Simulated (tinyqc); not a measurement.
Against the Fermi level: single-band model of a thermoelectric material. Computed by tinyqc, a small Python program. Command: `OMP_NUM_THREADS=1 python tinyqc.py 3005010 3005011 out.jsonl thermo walk`. One thread of a shared host (Intel(R) Xeon(R) Processor @ 2.30GHz), about 0.01 s of CPU time with the checks.

One spherical band, one scattering law, no minority carriers and no phonon drag. In a real material minority carriers limit |S| to about E_g/(2 e T), so larger values are formal. eta = E_F/(k_B T) is counted from the band edge; f = 1/(1 + exp(x - eta)).

Inputs (values chosen for the exercise, for a model material):

| quantity | value | unit |
|---|---|---|
| density-of-states mass m | 0.28 | m_0 |
| mobility parameter mu_300 | 1300 | cm^2/(V s) |
| temperature exponent p | 0 | - |
| lattice thermal conductivity kappa_L | 1 | W/(m K) |
| temperature T | 440 | K |

Band: parabolic. Scattering: constant relaxation time, r = 0.

Constants: k_B = 8.617333262e-05 eV/K; e = 1.602176634e-19 C; m_0 = 9.1093837015e-31 kg; k_B = 1.380649e-23 J/K; hbar = 1.054571817e-34 J s.

Method:
- With x = E/(k_B T), a = alpha k_B T (0 for a parabolic band), G = x (1 + a x), D = 1 + 2 a x and <y> = int y f (1 - f) dx, f = 1/(1 + exp(x - eta)): tau = tau_0 G^r/D; transport function s = G^(3/2 + r)/D^2; n = N_0 <G^(3/2)> with N_0 = (2 m k_B T)^(3/2)/(3 pi^2 hbar^3).
- Integrals over x = E/(k_B T) use 160 Gauss-Legendre points in u = sqrt(x) from 0 to sqrt(max(eta, 0) + 32).
- sigma = e mu_0 N_0 <s> with mu_0 = e tau_0/m = mu_300 (T/300 K)^(-p); |S| = (k_B/e)(<x s>/<s> - eta); Lorenz number L = (k_B/e)^2 (<x^2 s>/<s> - (<x s>/<s>)^2); kappa_e = L sigma T; zT = S^2 sigma T/(kappa_L + kappa_e).

The same material at other dopings:

| eta | n (1/cm^3) | \|S\| (microvolt/K) | sigma (S/cm) | power factor (microwatt/(cm K^2)) | zT |
|---|---|---|---|---|---|
| -4 | 1.2018e+17 | 560.82 | 2.5032e+01 | 7.873 | 0.3395 |
| -3 | 3.2316e+17 | 475.82 | 6.7308e+01 | 15.239 | 0.6355 |
| -2 | 8.5389e+17 | 392.69 | 1.7785e+02 | 27.426 | 1.0529 |
| -1 | 2.1648e+18 | 314.01 | 4.5088e+02 | 44.459 | 1.4243 |
| 0 | 5.0530e+18 | 244.17 | 1.0525e+03 | 62.745 | 1.4632 |
| 1 | 1.0406e+19 | 187.59 | 2.1673e+03 | 76.267 | 1.1662 |
| 2 | 1.8648e+19 | 145.45 | 3.8840e+03 | 82.169 | 0.8065 |
| 4 | 4.3002e+19 | 94.03 | 8.9566e+03 | 79.185 | 0.3640 |
| 6 | 7.5593e+19 | 67.13 | 1.5745e+04 | 70.955 | 0.1865 |
| 10 | 1.5905e+20 | 41.74 | 3.3128e+04 | 57.720 | 0.0715 |

What does the comparison show, and why?

|S| falls and sigma rises with eta, so their product S^2 sigma peaks: among these rows at eta = 2, and zT at eta = 0, where |S| = 244 microvolt/K. zT stays above 90 % of its best row from n = 2.2e18 to 5.1e18 per cm^3.

Extremes, crossings and ranges named in words are read from the listed rows.
